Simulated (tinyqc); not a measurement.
CMOS latch-up, two-transistor model: effect of the well resistance shunting the pnp.

A parasitic pnp (emitter at Vdd, base shunted by Rw) and npn (emitter at ground, base shunted by Rs) feed each other: the npn collector current flows out of the pnp base node, the pnp collector current into the npn base node. Forward-active transistors with constant gains: Icn = Isn exp(Vn/Vt), Icp = Isp (exp(Vp/Vt) - 1). A current Ii is injected into the npn base node.

Node equations: Vp/Rw + Icp/bp = Icn and Vn/Rs + Icn/bn = Icp + Ii. Loop gain G = gn gp/[(1/Rw + gp/bp)(1/Rs + gn/bn)], gn = Icn/Vt, gp = (Icp + Isp)/Vt; the off state ends where G = 1, and Ii there is the trigger current. On state with both base-emitter voltages at Von: npn base current Ib = (Von/Rs + bp Von/Rw)/(bn bp - 1), holding current Ih = (bn + 1) Ib + Von/Rs, holding voltage Vh = Vsat + Von + R2 (Ib + Von/Rs).

Parameters, values chosen for the exercise; values close to those of bulk CMOS:
```
symbol    value  unit                                            meaning
T           250     K                                        temperature
bn         13.8                                  current gain of the npn
bp          2.7                                  current gain of the pnp
Isn     1.1e-19     A                 saturation current of the npn at T
Isp     8.3e-20     A                 saturation current of the pnp at T
Rs           70   ohm              substrate resistance shunting the npn
R2          200   ohm  resistance from the pnp collector to the npn base
Von        0.84     V               base-emitter voltage in the on state
Vsat        0.1     V                                 saturation voltage
Vdd         1.2     V                                     supply voltage
```

Constants: q = 1.602176634e-19 C, kB = 1.380649e-23 J/K, Vt = kB T/q. Results are converted to the units shown.

Effect of the well resistance shunting the pnp:
```
Rw (ohm),Vn at trigger (V),trigger current (mA),Ih (mA),Vh (V)
71,0.8417,12.73,29.94,3.582
140,0.8268,12.16,23.51,3.496
260,0.8133,11.80,20.46,3.454
510,0.7987,11.50,18.71,3.431
990,0.7845,11.25,17.83,3.419
1900,0.7707,11.02,17.39,3.413
3700,0.7572,10.81,17.15,3.410
7100,0.7478,10.62,17.03,3.408
```

Read the table: what changes, and by how much?

As Rw goes from 71 to 7100 ohm, the trigger current falls from 12.7 to 10.6 mA, Ih falls from 29.9 to 17.0 mA and Vh falls from 3.58 to 3.41 V. Vh exceeds the supply Vdd = 1.2 V, which then cannot sustain a latched state, in 8 of the 8 rows. For Rw = 71 Vn at the trigger exceeds the fixed Von of the on-state formulas, so Ih and Vh are too low there.

tinyqc, about 0.05 s, one thread, Intel Xeon 2.30GHz (shared host): `OMP_NUM_THREADS=1 python tinyqc.py 2670008 2670009 out.jsonl`
